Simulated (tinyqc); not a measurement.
Where the moved charge sits: band offset of a heterojunction with an interface dipole (two-band chains, self-consistent charge).

Sites alternate A, C. Left: A at -G1/2, C at +G1/2, hopping -t1; right: A at D - G2/2, C at D + G2/2, hopping -t2; the bonds across the two interfaces of a ring (C left to A right, C right to A left) have -sqrt(t1 t2). D is the offset of the mid-gaps, so Ev(right) - Ev(left) = D - (G2 - G1)/2 and Ec(right) - Ec(left) = D + (G2 - G1)/2. The closing bond has its sign reversed (antiperiodic ring). Half the levels are filled with two electrons each. The charge moved is q = (electrons on the left) less one a site; the mean over the two interfaces, q/2, is taken as the charge that crosses each, and its dipole opposes the offset: D = D0 - u q/2.

From here on the ring has 24 cells a side.

Inputs chosen for the exercise (gaps near those of GaN and AlN; the chains and D0 are free models, so the offsets are not those of the real pair; not measured data):
- G1 = 3.44 eV (gap on the left)
- G2 = 6.11 eV (gap on the right)
- t1 = 1.73 eV (hopping on the left)
- t2 = 2.67 eV (hopping on the right)

D = -1.20256 eV

Electrons in cell k from an interface at the self-consistent D, less those at D = 0. Interface 1 joins C left to A right, interface 2 C right to A left. The decay lengths 1/(2 kappa a) are those of mid-gap states, cosh(kappa a) = 1 + G^2/(8 t^2).

Change of the electron count:

| k | left of 1 | right of 1 | left of 2 | right of 2 |
|---|---|---|---|---|
| 1 | -0.03916 | 0.03958 | -0.06076 | 0.06093 |
| 2 | -0.00357 | 0.00329 | -0.00553 | 0.00550 |
| 4 | -0.00005 | 0.00003 | -0.00008 | 0.00006 |
| 5 | -0.00001 | 0.00000 | -0.00001 | 0.00001 |
| 6 | 0.00000 | 0.00000 | 0.00000 | 0.00000 |

Give the missing row, k = 3.

Computed row:
```
k  left of 1  right of 1  left of 2  right of 2
3   -0.00042     0.00032   -0.00065     0.00055
```

decay lengths (cells): left 0.522, right 0.459

Over six cells interface 1 moves -0.0432 electrons to the left side and +0.0432 to the right, interface 2 -0.0670 and +0.0670: each change is a dipole, and the two differ because the bonds join different sites. The first cells hold 91 % of it at interface 1. The tail is longer on the left, where the gap is smaller against the hopping: from k = 2 to 4 it falls by a factor 66.2, and pure mid-gap decay would give 46; the exponential carries a prefactor that falls as a power of the distance, so the first cells drop faster.

Program tinyqc; command `OMP_NUM_THREADS=1 python tinyqc.py 1452196 1452197 out.jsonl`; about 0.5 s on one thread of a shared Intel(R) Xeon(R) Processor @ 2.30GHz.
